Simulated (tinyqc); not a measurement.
## Lifetime from the low-frequency admittance

Inverse problem. At low frequency a p+-n diode with a base of width wb has C_diff/G = (tau/2)(1 - 2 x/sinh 2x), x = wb/sqrt(Dp tau). Find tau, x and the limit of C_diff/G for infinite lifetime, wb^2/(3 Dp).

Values chosen for this exercise:
- Dp = 8 cm^2/s (hole diffusion coefficient)
- wb = 7.6 um (width of the neutral base)

G = 10.252138 S/cm^2
C_diff = 0.14399572 uF/cm^2

Solution. The ratio rises steadily with tau from tau/2 (long base) towards wb^2/(3 Dp) (short base), so one lifetime matches as long as the ratio is below that limit.

tau = 5.00e-8 s
x = 1.20
limit of C_diff/G = 2.41e-8 s

Numbers from tinyqc (`OMP_NUM_THREADS=1 python tinyqc.py 2890196 2890197 out.jsonl`; about 0.01 s on one thread of a shared Intel Xeon 2.30GHz).
